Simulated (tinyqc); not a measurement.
Width of the well: quantum-confined Stark effect in a modulator well.

Envelopes on cells of 0.5 angstrom over the well |z| < L/2 and 45 angstrom of barrier on each side, psi = 0 beyond, psi'/m continuous (mean mass between points), c = hbar^2/2m0. The electron sees + e F z and the hole - e F z, each with its offset in the barriers; 1 kV/cm = 1e-5 eV/angstrom. Light holes, band mixing and escape by tunnelling are left out.

Exciton: in-plane function exp(-rho/lam), 1/mu = 1/me + 1/mp, E(lam) = c/(mu lam^2) - (q/eps) times the integral over k of Fm(k)(1 + (k lam/2)^2)^(-3/2), Fm(k) the double integral of psi_e^2 psi_h^2 exp(-k |z - z'|), q = e^2/(4 pi eps0); binding Eb = -E at the minimum. Line at Eg + E_e + E_h - Eb, strength proportional to overlap^2/lam^2.

Constants: hbar^2/2m0 = 3.80998211 eV angstrom^2; e^2/(4 pi eps0) = 14.39964547 eV angstrom; hc = 1239.841984 eV nm.

Parameters, chosen for this exercise (near those of an InGaAsP well in InP; the results hold for these values, not for the real material): Vc = 0.2 eV (conduction offset); Vv = 0.298 eV (heavy-hole offset); me = 0.0511 m0 (electron, well); meb = 0.0802 m0 (electron, barrier); mh = 0.344 m0 (heavy hole along z, well); mhb = 0.504 m0 (heavy hole, barrier); Eg = 0.847 eV (gap of the well); mp = 0.116 m0 (heavy hole in the plane); eps = 13.2 (dielectric constant); Ls = (50, 66, 84, 104, 126, 150, 170) angstrom (widths); F_L = 79 kV/cm (field for this table).

Zero-field line, its shift at F_L and the relative strength.

Results:
```
L (angstrom)  line at F = 0 (nm)  Eb (meV)  shift (meV)  relative strength  shift x strength (meV)
50                        1315.9      7.46        -2.16              0.954                    2.06
66                        1357.5      7.14        -4.18              0.877                    3.67
84                        1387.4      6.82        -7.99              0.705                    5.63
104                       1408.7      6.50       -14.26              0.451                    6.43
126                       1424.0      6.18       -23.41              0.219                    5.13
150                       1435.1      5.89       -35.62              0.079                    2.82
170                       1441.6      5.67       -47.20              0.029                    1.37
```

The shift grows with exponent 2.38 in L over the first two rows and 2.25 over the last two, against 4 for hard walls at second order; leakage lowers it in narrow wells and saturation in wide ones. The strength falls from 0.95 to 0.03, and the product of the two is largest at 104 angstrom.

Computed by tinyqc, a small Python program: `OMP_NUM_THREADS=1 python tinyqc.py 1251017 1251018 out.jsonl` (the numbers bound the seed that draws the inputs); one thread of a shared host (Intel(R) Xeon(R) Processor @ 2.30GHz), about 0.1 s for the whole set of steps.
